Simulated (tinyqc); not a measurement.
# Worked calculation: one electron in a tunnel-coupled double dot: charge qubit, sensing and quantum capacitance

Program tinyqc, `OMP_NUM_THREADS=1 python tinyqc.py 2470042 2470043 out.jsonl`; Intel Xeon 2.30GHz, shared host, one thread, about 0.01 s. Printed values are rounded.

Basis (left, right), H = [[ep/2, tc], [tc, -ep/2]], splitting Om = sqrt(ep^2 + 4 tc^2), ep = al times the gate voltage. In equilibrium the electron is on the right with the chance P_R = [1 + (ep/Om) tanh(Om/2 kB T)]/2.

Inputs (values chosen for the exercise): tunnel coupling tc = 14 ueV; electron temperature T = 0.03 K; lever arm of the gate on the detuning al = 0.15 eV/V; parasitic capacitance of the resonator Cp = 0.62 pF; resonator frequency f0 = 234 MHz; loaded quality factor Q = 93; deviation of quasi-static detuning noise se = 3.6 ueV; detuning ep = 39 ueV.

Constants: q = 1.602176634e-19 C, kB = 1.380649e-23 J/K, hbar = 1.054571817e-34 J s, h = 6.62607015e-34 J s, Vt = kB T/q. Results are converted to the units shown.

## Splitting and occupation

Also the frequency Om/h, the mixing angle arctan2(2 tc, ep) and the weight of the right dot in the ground state, (1 + ep/Om)/2.

Om = 48.0104 ueV
Om/h = 11.6089 GHz
mixing angle = 35.6764 degree
ground-state weight = 0.906162
kB T = 2.58520 ueV
P_R = 0.906162

## Capacitance seen by a resonator

q^2 al^2 dP_R/d(ep) splits into Cq = q^2 al^2 (2 tc^2/Om^3) tanh(Om/2 kB T) and Ct = q^2 al^2 (ep/Om)^2/(4 kB T cosh^2(Om/2 kB T)); Ct appears only if relaxation is faster than the drive. A resonator of frequency f0, capacitance Cp and quality factor Q shifts by df = -f0 Cq/(2 Cp) and its phase by -2 Q Cq/Cp.

Cq = 12.7695 aF
Ct = 7.91521e-6 aF
df = -2.40972 kHz
phase shift = -219.491 millidegree

## Dephasing by charge noise

Noise in ep shifts Om by (ep/Om) d + (2 tc^2/Om^3) d^2. For Gaussian d of deviation se the spread of Om is sqrt[(ep se/Om)^2 + 2 (2 tc^2 se^2/Om^3)^2], and T2* is estimated as sqrt(2) hbar/spread; Om T2*/h counts the oscillations within T2*.

first-order spread = 2.92437 ueV
second-order spread = 0.0649232 ueV
T2* = 0.318231 ns
oscillations within T2* = 3.69430

At ep = 0 the first-order term vanishes and T2* would be 2.84 ns.
